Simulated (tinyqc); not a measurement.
Worked calculation: rigid-ion and shell models of the dielectric response of an ionic crystal. Computed by tinyqc, a small Python program that keeps every step. Command: `OMP_NUM_THREADS=1 python tinyqc.py 3006459 3006460 out.jsonl shell walk`. One thread of a shared host (Intel(R) Xeon(R) Processor @ 2.30GHz), about 0.01 s of CPU time with the checks. Intermediate numbers are printed to about 7 digits and carried at full precision; extremes and crossings named in words are read from the listed rows.

Charges +Z and -Z; 6 nearest neighbours, Madelung constant M = 1.747565, volume per ion pair Omega = 2.000000 d^3. Energy per pair U = -M Z^2 e2/d + 6 A exp(-d/rho), e2 = e^2/(4 pi eps_0). In the shell model the anion is a core of charge Y - Z and a massless shell of charge -Y, joined by the spring k; the repulsion acts on the shell. Each ion feels the Lorentz field E + (4 pi/3) P (Gaussian units).

Inputs (values chosen for the exercise, for a model crystal):
```
quantity                       value           unit
nearest-neighbour distance d    3.11       angstrom
ionic charge Z                  1.12              e
hardness d/rho                  10.1              -
cation mass                      135              u
anion mass                      79.9              u
shell charge size Y             3.07              e
core-shell spring k             30.9  eV/angstrom^2
cation polarisability alpha_+   0.63     angstrom^3
film thickness t                 8.2             nm
```

Structure: rock salt.

Constants: e^2/(4 pi eps_0) = 14.39964548 eV angstrom; 1 eV/angstrom^3 = 160.2176634 GPa; nu for 1 eV/(angstrom^2 u) = 15.6333042 THz; 1 THz = 33.35640952 1/cm; eps_0 = 8.8541878128e-12 F/m; h x 1 THz = 4.135667696 meV.

## Equilibrium, bulk modulus and repulsive spring

Zero pressure fixes 6 A exp(-d/rho) = M Z^2 e2 rho/d^2. Then U = -(M Z^2 e2/d)(1 - rho/d), B = M Z^2 e2 (d/rho - 2)/(9 Omega d), and the spring of one sublattice against the other is R = (1/3) x (Laplacian of the repulsion summed over neighbours) = M Z^2 e2 (d/rho - 2)/(3 d^3), so R = 3 B Omega/d^2.

volume Omega = 60.16046 angstrom^3

lattice energy U = -9.144939 eV/pair

bulk modulus B = 24.32778 GPa

repulsive spring R = 2.833373 eV/angstrom^2

## Rigid ions

With C = 4 pi Z^2 e2/(3 Omega): mu lambda_TO = R - C, mu lambda_LO = R + 2 C; eps_inf = 1 and eps_s = lambda_LO/lambda_TO. lambda in eV/(angstrom^2 u) gives the wavenumber 15.6333042 x 33.35640952 x sqrt(lambda); mu is the reduced mass.

Coulomb spring C = 1.257666 eV/angstrom^2

omega_TO, rigid ions = 92.39443 1/cm

omega_LO, rigid ions = 170.2285 1/cm

eps_s, rigid ions = 3.394479

## Shell model: electronic response

Eliminating the shell gives the anion polarisability alpha_- = Y^2 e2/(k + R), the Szigeti charge Z_S = Z - Y R/(k + R) and the softened spring R' = k R/(k + R). With b = 4 pi (alpha_+ + alpha_-)/(3 Omega): eps_inf = (1 + 2b)/(1 - b) (Clausius-Mossotti); Born charge Z* = Z_S (eps_inf + 2)/3.

anion polarisability alpha_- = 4.023174 angstrom^3

Szigeti charge Z_S = 0.8621409 e

softened spring R' = 2.595389 eV/angstrom^2

b = 0.3239863

eps_inf = 2.437780

Born charge Z* = 1.275331 e

Overlap pushes the shell back and lowers the effective charge to 77 % of Z; the local field then raises the Born charge to 114 % of Z.

## Shell model: lattice response

mu lambda_TO = R' - (4 pi e2/(3 Omega)) Z_S^2/(1 - b); mu lambda_LO = mu lambda_TO + 4 pi e2 Z*^2/(eps_inf Omega); eps_s = eps_inf lambda_LO/lambda_TO.

mu lambda_TO = 1.493012 eV/angstrom^2

omega_TO = 89.93725 1/cm

omega_LO = 137.6986 1/cm

eps_s = 5.714452

share of R' left after the dipole term = 0.5752554

The dipole field cancels 42 % of the short-range spring.

## As a gate dielectric

Capacitance per area eps_0 eps_s/t; equivalent oxide thickness EOT = t x 3.9/eps_s; the surface optical mode against silicon (eps = 11.7) lies at omega_TO sqrt[(eps_s + 11.7)/(eps_inf + 11.7)], and its squared coupling to channel electrons scales as g = hbar omega_SO [1/(11.7 + eps_inf) - 1/(11.7 + eps_s)], with hbar omega = h c x wavenumber.

capacitance per area = 6.170345 fF/micrometre^2

equivalent oxide thickness = 5.596338 nm

surface optical mode = 99.81686 1/cm

remote-phonon coupling g = 0.1647070 meV

## From rigid to soft shells

The formulas are those given above.

Response against the core-shell spring:
```
k (eV/angstrom^2)   eps_inf       Z_S        Z*  omega_TO (1/cm)  omega_LO (1/cm)     eps_s
25                 2.865117  0.807481  1.309497         89.68945         133.4057  6.338819
31                 2.432352  0.862903  1.274897         89.94040         137.7619  5.706564
40                 2.078715  0.916923  1.246623         90.14494         142.5088  5.195122
56                 1.771111  0.972151  1.222030         90.32249         147.9800  4.754010
80                 1.562703  1.014989  1.205367         90.44258         152.7430  4.457110
120                1.412169  1.049185  1.193332         90.52922         156.9331  4.243637
250                1.265268  1.085596  1.181587         90.61370         161.8392  4.036101
930                1.171230  1.110675  1.174069         90.66773         165.5264  3.903655
```

From the stiffest to the softest shell eps_inf rises from 1.17 to 2.87 and Z_S falls from 1.11 to 0.81; omega_LO moves by -19 % and omega_TO by -1.1 %. Screening by eps_inf cuts the LO frequency, which rigid ions overstate (rigid ions: 170 per cm); eps_s goes from 3.90 to 6.34.

Checks made by the program: TO spring by direct elimination of the shell from the 2 x 2 energy matrix (relative difference below 1e-10); Szigeti's relation mu lambda_TO (eps_s + 2)/(eps_inf + 2) = R' (relative difference below 1e-10).
